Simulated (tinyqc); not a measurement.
What a faster ramp buys: rapid thermal processing of a wafer: radiative balance, ramp and cooling, pattern effects, pyrometer error and spike budget. Computed by tinyqc, a small Python program. Command: `OMP_NUM_THREADS=1 python tinyqc.py 3114382 3114383 out.jsonl rtp walk`. One thread of a shared host (Intel(R) Xeon(R) Processor @ 2.30GHz), about 0.04 s of CPU time with the checks.

The wafer is opaque and uniform through its thickness unless said otherwise; temperatures in formulas are in kelvin (C + 273.15). sigma = 5.670374419e-12 W/(cm^2 K^4).

Inputs (values chosen for the exercise, modelled on a hot silicon wafer): wafer thickness d = 775 micrometre; heat capacity per volume C = 2.16 J/(cm^3 K); thermal conductivity k = 0.29 W/(cm K); emissivity eps of each face = 0.59; reflectivity of the chamber walls r = 0.74; gas heat-transfer coefficient h, both faces together = 1.2 mW/(cm^2 K); wall temperature T_w = 700 K; process temperature = 861 C; starting temperature = 400 C; ramp rate = 350 K/s; activation energy of the process E_a = 2.7 eV.

Constants: k_B = 8.617333262e-05 eV/K.

Method:
- Effective emissivity between parallel grey plates: eps_eff = 1/(1/eps + 1/(1 - r) - 1). Loss per area q(T) = 2 eps_eff sigma (T^4 - T_w^4) + h (T - T_w).
- Absorbed power during a ramp = q(T) + C d x ramp rate; thermal time constant tau = C d/(dq/dT), dq/dT = 8 eps_eff sigma T^3 + h; natural cooling rate q/(C d); front-to-back difference under one-sided heating at the end of the ramp = (absorbed power) d/(2 k).
- Cooling with the lamps off: C d dT/dt = -q(T), integrated adaptively (relative tolerance 1e-10).
- Spike anneal: linear ramp to the peak, then lamps off. Equivalent time at the peak = int exp(-(E_a/k_B)(1/T - 1/T_peak)) dt; estimate (k_B T^2/E_a)(1/ramp rate + 1/cooling rate). The ramp part uses 4000 trapezoid steps, the cooling part 4000 steps over 4 tau.

time constant tau = 10.6129 s

holding power q = 4.05341 W/cm^2

natural cooling rate = 24.2139 K/s

Against the ramp rate:
```
ramp (K/s)  ramp part (s)  cooling part (s)  total (s)  power at the peak (W/cm^2)
10                 3.8364            1.8607     5.6972                        5.73
25                 1.5346            1.8607     3.3953                        8.24
50                 0.7673            1.8607     2.6280                       12.42
100                0.3836            1.8607     2.2444                       20.79
250                0.1535            1.8607     2.0142                       45.90
500                0.0767            1.8607     1.9375                       87.75
1000               0.0384            1.8607     1.8991                      171.45
```

What follows from these numbers?

From 10 to 100 K/s the total falls by a factor 2.5, from 100 to 1000 K/s by 1.18: the cooling part, 1.86 s, is a floor, and the natural cooling rate here is 24.2 K/s.

Extremes, crossings and ranges named in words are read from the listed rows.
